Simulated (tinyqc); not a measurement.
# Stacked nanosheet transistor, parasitic resistance, capacitance and delay: effect of the contacted gate pitch

Ns sheets share one contact on top; each has perimeter p = 2 (Ws + ts) and cross-section A = Ws ts; contact width Wc = Ws + 10 nm, stack height Hs = Ns pv. Sheet 1 is the top one. Contact length Lc = CPP - Lg - 2 Lsp, shared by two neighbouring gates. Source and drain sides are equal. The formulas are first-order estimates, not field solutions.

Epitaxy sheet resistance Rsh = re/te, transfer length LT = sqrt(rc/Rsh), contact Rc = [sqrt(rc Rsh)/Wc] coth(Lc/(2 LT)); extension of one sheet Rx = rx Lsp/A. With N sheets: gate Cg = Cinv p N Lg; per side, plate Cp = ks eps0 [Wc (Hs + Hc) - N A]/Lsp, top fringe Cf = (2/pi) ks eps0 Wc ln(1 + Lg/(2 Lsp)), overlap Co = Cinv p N Lov. One sheet: I = p Q vx u/(1 + |u|^1.8)^(1/1.8), Q = Cinv n Vt ln(1 + exp((Vg' - VT + dl Vd')/(n Vt))), u = Vd' mu/(vx Lg), Vg' = Vgs - v, Vd' = Vds - 2 v, with the drop on each side v_j = Rc sum I + rv (sum over levels k = 2..j of the current of sheets k..Ns) + Rx I_j. Ieff = [I(Vgs = Vdd, Vds = Vdd/2) + I(Vdd/2, Vdd)]/2, total currents. With Cs = Cp + Cf + Co, the load of an inverter of two such devices driving an equal one is CL = 2 (Cg + 2 Cs) + 4 Cs + Cw (own drains counted twice for the Miller effect); delay CL Vdd/(2 Ieff).

Inputs (values chosen for the exercise); values close to those of silicon logic devices:
```
symbol,value,unit,meaning
T,300,K,temperature
Ns,4,,number of sheets
Ws,12,nm,sheet width
ts,6,nm,sheet thickness
pv,12,nm,vertical pitch of the sheets
rv,204,ohm,vertical resistance between sheet levels
Lg,20,nm,gate length
Lsp,7,nm,spacer length
ks,7,,relative permittivity of the spacer
Hc,20,nm,gate height above the channel stack
rc,1.5e-9,ohm cm^2,contact resistivity
re,0.00023,ohm cm,resistivity of the source-drain epitaxy
te,20,nm,current-carrying depth of the epitaxy
rx,0.0007,ohm cm,resistivity of the extension
Lov,2,nm,gate overlap
Cinv,2.3,uF/cm^2,inversion capacitance
vx,1.2e7,cm/s,injection velocity
mu,310,cm^2/(V s),apparent mobility
VT,0.27,V,threshold at zero drain voltage
dl,0.064,V/V,barrier lowering
n,1.16,,subthreshold factor
Cw,0.34,fF,wire load
Vdd,0.8,V,supply voltage
```

Constants: q = 1.602176634e-19 C, kB = 1.380649e-23 J/K, eps0 = 8.8541878128e-12 F/m, Vt = kB T/q. Results are converted to the units shown.

The same in every row: Rx/N (ohm) = 170.1; CL (aF) = 617.2.

Results:

| CPP (nm) | Rc (ohm) | Ieff (uA) | delay (ps) |
|---|---|---|---|
| 42 | 1712 | 60.48 | 4.082 |
| 48 | 986.2 | 79.64 | 3.100 |
| 54 | 699.2 | 90.02 | 2.743 |
| 60 | 546.9 | 96.19 | 2.567 |
| 72 | 391.4 | 103.0 | 2.398 |
| 78 | 347.3 | 104.9 | 2.352 |

Estimate the missing row, CPP = 66 nm.

Computed row:

| CPP (nm) | Rc (ohm) | Ieff (uA) | delay (ps) |
|---|---|---|---|
| 66 | 453.7 | 100.2 | 2.464 |

With this row back in the table: As CPP goes from 42 to 78 nm, Ieff rises from 60.5 to 105 uA, CL stays at 617 aF and the delay falls from 4.08 to 2.35 ps. Only the contact length changes, so the capacitance stays and the pitch acts through Rc.

Program tinyqc, `OMP_NUM_THREADS=1 python tinyqc.py 2170006 2170007 out.jsonl`; Intel Xeon 2.30GHz, shared host, one thread, about 0.06 s.
